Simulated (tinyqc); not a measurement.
# Specific resistance of a metal-semiconductor contact and its transmission-line measurement, step by step

A worked calculation. Computed by tinyqc, a small Python program that keeps every step. Command: `OMP_NUM_THREADS=1 python tinyqc.py 3026286 3026287 out.jsonl contact walk`. One thread of a shared host (Intel(R) Xeon(R) Processor @ 2.30GHz), about 0.01 s of CPU time with the checks. Intermediate numbers are printed to about 7 digits and carried at full precision; extremes and crossings named in words are read from the listed rows.

The barrier is parabolic (depletion approximation), energies E are normal energies counted from the band edge in the neutral semiconductor (downwards for holes), and the bias is zero. xi is an input, held fixed when other inputs move.

Inputs (values chosen for the exercise, modelled on n-type GaN):
```
quantity                                           value          unit
tunnelling mass m                                   0.21           m_0
permittivity eps                                     9.7             -
Richardson constant A*                              25.9  A/(cm^2 K^2)
barrier height phi_B                                0.67            eV
doping N                                         3.5e+20        1/cm^3
Fermi level above the band edge in the bulk, xi     0.82            eV
temperature T                                        300             K
sheet resistance R_sh                                 63           ohm
contact length d                                   0.012    micrometre
contact width W                                      1.3    micrometre
```

Image-force lowering: left out.

Constants: hbar = 1.054571817e-34 J s; eps_0 = 8.8541878128e-12 F/m; m_0 = 9.1093837015e-31 kg; k_B = 8.617333262e-05 eV/K; e = 1.602176634e-19 C.

## Tunnelling energy and barrier

E_00 = (e hbar/2) sqrt(N/(eps eps_0 m)); band bending E_b = phi_B + xi; depletion width w = sqrt(2 eps eps_0 E_b/(e^2 N)).

E_00 = 243.3693 meV

E_00/k_B T = 9.413945

depletion width = 2.136383 nm

barrier used, above the bulk band edge = 1.49 eV

By the usual rule this is field emission (E_00 > 5 k_B T).

## Transmission and supply

WKB transmission for E < E_b, with a = E/E_b: D = exp{-(E_b/E_00) [sqrt(1 - a) - a ln((1 + sqrt(1 - a))/sqrt(a))]}; D = 1 above. f = 1/(1 + exp((E - xi)/k_B T)).

E, D, f and D f at E/E_b = 0.05, 0.15, 0.3, 0.45, 0.6, 0.75, 0.9, 0.98:
```
E/E_b  E (eV)          D             f           D f
0.05   0.0745  0.0049889  1.000000e+00  4.988852e-03
0.15   0.2235  0.0153992  1.000000e+00  1.539922e-02
0.30   0.4470  0.0550206  9.999995e-01  5.502060e-02
0.45   0.6705  0.1477919  9.969297e-01  1.473381e-01
0.60   0.8940  0.3218725  5.404143e-02  1.739445e-02
0.75   1.1175  0.5833928  1.005115e-05  5.863767e-06
0.90   1.3410  0.8765428  1.768419e-09  1.550095e-09
0.98   1.4602  0.9884759  1.758382e-11  1.738119e-11
```

Among these points D f is largest at E/E_b = 0.45; for a non-degenerate tail the peak lies at E/E_b = 1/cosh^2(E_00/k_B T) = 0.000, but it cannot fall far below the Fermi level.

## Specific contact resistance

At zero bias 1/rho_c = (e A*/k_B^2) int D(E) f(E) dE, f = 1/(1 + exp((E - xi)/k_B T)); 200 Gauss-Legendre points from 0 to E_b, and k_B T ln(1 + exp((xi - E_b)/k_B T)) for the part above the barrier; the share of tunnelling is the part below.

specific contact resistance rho_c = 4.724225e-09 ohm cm^2

share of tunnelling = 100 %

rho_c by thermionic emission alone = 1997.361 ohm cm^2

Tunnelling lowers rho_c by a factor 4.23e11. The field-emission exponent (E_b - xi)/E_00 is 2.8, the thermionic one (E_b - xi)/k_B T is 25.9.

## Current crowding

Transmission-line model: transfer length L_T = sqrt(rho_c/R_sh); R_c = (R_sh L_T/W) coth(d/L_T). Limits: rho_c/(W d) for d << L_T, sqrt(rho_c R_sh)/W for d >> L_T.

transfer length L_T = 0.08659543 micrometre

d/L_T = 0.1385754

contact resistance R_c = 30.47709 ohm

R_c W = 39.62022 ohm micrometre

short-contact limit = 30.28349 ohm

long-contact limit = 4.196548 ohm

The contact is short: the whole area carries current, and R_c scales as 1/d.

## A transmission-line measurement read back

Transmission-line model: transfer length L_T = sqrt(rho_c/R_sh); R_c = (R_sh L_T/W) coth(d/L_T). Two contacts a gap s apart give R = 2 R_c + R_sh s/W. A straight-line fit gives R_sh from the slope and R_c from the intercept; the simple reading takes L_x = R_c W/R_sh as the transfer length and rho_c = R_sh L_x^2.

Resistances:
```
gap s (micrometre)   R (ohm)
0.63                 91.4849
1.30                123.9542
2.50                182.1080
5.00                303.2619
10.00               545.5696
```

L_x = 0.6288923 micrometre

rho_c by the simple reading = 2.491685e-07 ohm cm^2

simple reading over true value = 52.74273

The simple reading is 52.7 times too high, the factor coth^2(d/L_T): it holds only for d above about 2 L_T.

Checks made by the program: closed WKB exponent against numerical integration over the parabolic barrier (relative difference below 1e-10).
